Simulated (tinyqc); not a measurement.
Inside a calculation: band offset from the macroscopic average of a supercell potential. Values are carried at full precision from step to step, so a last printed digit may differ when a step is redone from the rounded ones.

A model of the planar-averaged electrostatic energy of an electron in a periodic cell of N1 periods of A (L1 = N1 n1 h) and N2 periods of B (L2 = N2 n2 h), on z_j = j h: V(z) = f VA + (1 - f) VB + F t(z), VA = V1[0] + V1[1] cos(2 pi z/(n1 h)) + V1[2] cos(4 pi z/(n1 h)), VB the same with V2, n2 and z - L1. f = [tanh(z/w) - tanh((z - L1)/w) + tanh((z - L1 - L2)/w)]/2 + 1/2; t(z) = z - L1/2 in A and (L1/L2)(L1 + L2/2 - z) beyond, so that the cell is periodic.

Constants: e^2/(4 pi eps0) = 14.39964547 eV angstrom.

Inputs chosen for the exercise (gaps near those of GaAs and Ge; the results hold for these values, not for the real material):
```
symbol  value                unit         meaning
h       0.35                 angstrom     grid step
n1      5                                 grid points per period of A
n2      6                                 grid points per period of B
N1      4                                 periods of A
N2      4                                 periods of B
V1      (-4.65, 4.46, 0.43)  eV           mean and two harmonics of the potential in A
V2      (-5.05, 2.03, 0.65)  eV           the same in B
w       0.55                 angstrom     width of the interfaces
F       0                    eV/angstrom  slope in A from opposite charges on the two interfaces
Ev1     6.97                 eV           valence top of bulk A above its mean potential
Eg1     (0.5, 1.46)          eV           gap of A: semi-local value, corrected value
fv1     0.22                              share of the correction that lowers the valence top of A
Ev2     7.86                 eV           valence top of bulk B above its mean potential
Eg2     (0.1, 0.72)          eV           gap of B: semi-local value, corrected value
fv2     0.47                              the same share for B
eps     12.5                              dielectric constant at the interface
```

## The planar average

Evaluate V on the grid, j = 0, 1, ...

V(z_j) (eV): [-3.075, -3.782, -7.707, -8.044, -3.637, 0.229, -3.621, -8.125, -8.125, -3.620, 0.240, -3.620, -8.125, -8.125, -3.619, 0.232, -3.637, -8.089, -7.999, -3.782, -1.065, -4.198, -6.516, -6.466, -6.373, -4.352, -2.371, -4.361, -6.390, -6.430, -6.390, -4.360, -2.370, -4.360, -6.390, -6.430, -6.390, -4.361, -2.373, -4.359, -6.349, -6.370, -6.516, -5.184]

## Running means

Running mean over n points, periodic: for odd n the plain mean of the n points centred on j; for even n the n + 1 points with half weight at both ends. The macroscopic average applies the mean over n1 points and then over n2 points.

Apply the first mean, then the second.

after the mean over n1 points (eV): [-5.253, -5.558, -5.249, -4.588, -4.556, -4.640, -4.656, -4.652, -4.650, -4.650, -4.650, -4.650, -4.650, -4.651, -4.655, -4.647, -4.622, -4.655, -4.914, -5.027, -4.712, -4.405, -4.924, -5.581, -5.216, -4.785, -4.769, -4.781, -5.188, -5.586, -5.188, -4.782, -4.774, -4.782, -5.188, -5.586, -5.189, -4.782, -4.766, -4.762, -5.193, -5.756, -5.499, -4.985]

macroscopic average (eV): [-5.286, -5.110, -5.003, -4.924, -4.799, -4.674, -4.629, -4.642, -4.650, -4.651, -4.650, -4.651, -4.651, -4.648, -4.646, -4.669, -4.722, -4.758, -4.743, -4.748, -4.850, -4.952, -4.957, -4.942, -4.978, -5.031, -5.054, -5.052, -5.049, -5.049, -5.050, -5.050, -5.050, -5.050, -5.050, -5.050, -5.047, -5.046, -5.061, -5.101, -5.143, -5.201, -5.308, -5.379]

Around the middle of B the first mean varies by 414 meV over five points and the second by 0 meV: one window removes only the period it matches.

## The potential line-up

Read the macroscopic average in the middle of each region, j = 10 and j = 32, and its slope in A by a central difference over two points each way.

plateau in A = -4.650 eV
plateau in B = -5.050 eV
dV = B - A = -0.400 eV
slope in A = 0.000 eV/angstrom

The plateaus are flat, so the line-up is well defined.

## Band offsets

dEv = Ev(A) - Ev(B) = Ev1 - (dV + Ev2); dEc = Ec(B) - Ec(A) = Eg2 - Eg1 - dEv. The correction of a gap, c = Eg[1] - Eg[0], lowers the valence top by fv c and leaves dV, a ground-state quantity, as it is. Type I: dEv and dEc of one sign; II: opposite signs; III: no overlap of the gaps.

Give the offsets with semi-local and with corrected band edges.

dEv, dEc, semi-local (eV): [-0.490, 0.090]

lowering of the valence tops of A and B (eV): [0.211, 0.291]

dEv, dEc, corrected (eV): [-0.410, -0.330]

The correction moves dEv by +0.08 eV and dEc by -0.42 eV; the type changes from II to I.

## The dipole behind the step

A step dV of the mean electron energy from A to B across an interface equals 4 pi (e^2/4 pi eps0) times a dipole per area p (in e angstrom per angstrom^2). For a change of 0.1 eV in dV, give the charge per area moved over 2 angstrom in a medium of dielectric constant eps: sigma = 0.1 eps/(4 pi (e^2/4 pi eps0) 2). 1 angstrom^-2 = 1e16 cm^-2.

|p| = 0.00221 e/angstrom
sigma = 3.45e+13 e/cm^2

With about 7e14 atoms per cm^2 in a plane (as on a silicon (100) face), 4.9 % of an electron per atom shifts the line-up by 0.1 eV.

## Checks

- Line-up in a cell of 14 + 14 periods without slope against V2[0] - V1[0] (eV): both -0.4000.

Run: tinyqc, `OMP_NUM_THREADS=1 python tinyqc.py 1880305 1880306 out.jsonl`; Intel(R) Xeon(R) Processor @ 2.30GHz, one thread, shared host; about 0.01 s of CPU time with all checks.
